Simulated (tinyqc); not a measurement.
Comparisons within one model: metal-induced gap states at the contact of a metal chain and a two-band chain. A value that a table varies takes the place of the one given here.

The semiconductor alternates sites A at -Eg/2 and C at +Eg/2 with hopping -t; the gap runs from -Eg/2 to Eg/2. In the gap cosh(q a) = 1 + (Eg^2/4 - E^2)/(2 t^2) and the amplitude changes by -exp(-q a) a period. The metal has site energy 0 and hopping -tm; its end site has g_m = (E - i sqrt(4 tm^2 - E^2))/(2 tm^2). Sites 1, 2, ... count into the semiconductor, with energies e1, e2 alternating. The clean half chain has g1 = 1/(E - e1 - t^2 g2), g2 = 1/(E - e2 - t^2 g1), decaying root. With the contact G11 = 1/(1/g1 - tc^2 g_m), and the density on site j is -Im G_jj/pi = |psi_j/psi_1|^2 (-Im G11/pi), per spin, with psi_2/psi_1 = -t g2, psi_3/psi_2 = -t g1.

Constants: e^2/(4 pi eps0) = 14.39964547 eV angstrom.

Inputs chosen for the exercise (gap and optical dielectric constant near those of GaN; the chain itself is a model; not measured data): Eg = 3.44 eV (gap); t = 2.47 eV (hopping in the semiconductor); tm = 1.51 eV (hopping in the metal); tc = 2.03 eV (hopping across the contact); end = C (site that touches the metal); a = 3.19 angstrom (period (two sites); one chain for each area a^2); eps = 5.4 (dielectric constant); E = 1.25 eV (energy from mid-gap).

## Across the gap

E = f Eg. Share on C: the part of the summed density that lies on C sites, whose orbitals make the conduction edge.

Gap states:

| f | E (eV) | xi = 1/(2q) (angstrom) | D1 (1/eV) | D2 (1/eV) | sum (1/eV) | share on C |
|---|---|---|---|---|---|---|
| -0.48 | -1.651 | 8.19 | 0.0023 | 0.0935 | 0.2971 | 0.024 |
| -0.40 | -1.376 | 3.84 | 0.0114 | 0.0677 | 0.1402 | 0.144 |
| -0.30 | -1.032 | 2.90 | 0.0217 | 0.0501 | 0.1076 | 0.302 |
| -0.15 | -0.516 | 2.44 | 0.0344 | 0.0333 | 0.0929 | 0.508 |
| 0.00 | 0.000 | 2.34 | 0.0445 | 0.0225 | 0.0899 | 0.664 |
| 0.15 | 0.516 | 2.44 | 0.0532 | 0.0149 | 0.0934 | 0.781 |
| 0.30 | 1.032 | 2.90 | 0.0622 | 0.0090 | 0.1067 | 0.874 |
| 0.40 | 1.376 | 3.84 | 0.0703 | 0.0052 | 0.1339 | 0.932 |
| 0.48 | 1.651 | 8.19 | 0.0830 | 0.0014 | 0.2618 | 0.983 |

The decay length xi of the density is shortest at mid-gap, 2.34 angstrom, and grows to 8.2 near the edges. The summed density is least at f = 0 (0.0899) and largest at f = -0.48 (0.2971 1/eV). The share on C goes from 0.02 to 0.98 and passes one half near f = -0.156, a point that depends on which site ends the chain. The states turn from valence-like to conduction-like across the gap; the branch point, where the decay is fastest, lies at mid-gap in this symmetric chain and is the usual estimate of the neutrality level.

## Wider gaps pin less

E = 0; Eg is varied and eps follows 1 + (eps0 - 1)(Eg0/Eg), with the given Eg and eps as Eg0 and eps0. xi = 1/(2q), N = 2 (summed density)/a^2, S = 1/(1 + 4 pi e^2 N xi/eps).

Against the gap:

| Eg (eV) | eps | xi (angstrom) | summed density (1/eV) | S | S at fixed eps |
|---|---|---|---|---|---|
| 0.50 | 31.27 | 15.77 | 0.6359 | 0.081 | 0.015 |
| 0.75 | 21.18 | 10.52 | 0.4243 | 0.118 | 0.033 |
| 1.10 | 14.76 | 7.18 | 0.2894 | 0.167 | 0.068 |
| 1.50 | 11.09 | 5.27 | 0.2119 | 0.218 | 0.120 |
| 2.30 | 7.58 | 3.46 | 0.1372 | 0.310 | 0.243 |
| 3.40 | 5.45 | 2.36 | 0.0910 | 0.416 | 0.414 |
| 5.50 | 3.75 | 1.50 | 0.0529 | 0.571 | 0.657 |
| 9.00 | 2.68 | 0.98 | 0.0279 | 0.735 | 0.848 |

From Eg = 0.5 to 9 eV xi falls by a factor 16.2 and the summed density by 22.8, so at fixed eps S rises from 0.01 to 0.85. The weaker screening of wide-gap solids works against this: with it S goes from 0.08 to 0.73.

## Weakening the contact bond

At the given E, tc is varied, as by a thin spacer. xi = 1/(2q), N = 2 (summed density)/a^2, S = 1/(1 + 4 pi e^2 N xi/eps) with xi and eps kept.

Against tc:

| tc (eV) | D1 (1/eV) | summed density (1/eV) | S |
|---|---|---|---|
| 0.10 | 0.00123 | 0.00221 | 0.9533 |
| 0.25 | 0.00752 | 0.01349 | 0.7698 |
| 0.50 | 0.02743 | 0.04921 | 0.4783 |
| 0.80 | 0.05667 | 0.10165 | 0.3074 |
| 1.20 | 0.08025 | 0.14396 | 0.2386 |
| 1.80 | 0.07431 | 0.13330 | 0.2529 |
| 2.50 | 0.05226 | 0.09375 | 0.3249 |
| 3.50 | 0.03104 | 0.05568 | 0.4476 |

For a weak bond the density goes as tc^2 (ratio 6.10 between 0.25 and 0.1 eV, against 6.25). It is largest at tc = 1.2 eV among these rows and falls beyond, as the first site pairs off with the metal. S is 0.953 at 0.1 eV and has its least value, 0.239, in that row.

## What each parameter does

xi = 1/(2q), summed density, and S = 1/(1 + 4 pi e^2 N xi/eps), N = 2 (summed density)/a^2. Each row changes one parameter from the base and keeps the others.

Results:

| case | xi (angstrom) | summed density (1/eV) | S |
|---|---|---|---|
| base | 3.366 | 0.12009 | 0.2731 |
| Eg = 3.784 eV | 2.811 | 0.10007 | 0.3505 |
| t = 2.717 eV | 3.696 | 0.12288 | 0.2505 |
| tm = 1.661 eV | 3.366 | 0.13084 | 0.2564 |
| tc = 2.233 eV | 3.366 | 0.10823 | 0.2942 |
| eps = 5.94 | 3.366 | 0.12009 | 0.2924 |
| end = A | 3.366 | 0.12349 | 0.2676 |

The largest shifts from the base row, up to three for each result and ties (the steps differ in size, so this ranks the rows, not the parameters). xi (angstrom): Eg -0.555, t +0.331; unchanged at the printed digits by tm, tc, eps and end. summed density (1/eV): Eg -0.02002, tc -0.01186, tm +0.01075; unchanged at the printed digits by eps. S: Eg +0.0775, t -0.0225, tc +0.0211. The decay length belongs to the semiconductor alone; the metal and the contact set only the amplitude.

tinyqc: `OMP_NUM_THREADS=1 python tinyqc.py 1452760 1452761 out.jsonl`; about 0.01 s, one thread, shared Intel(R) Xeon(R) Processor @ 2.30GHz.
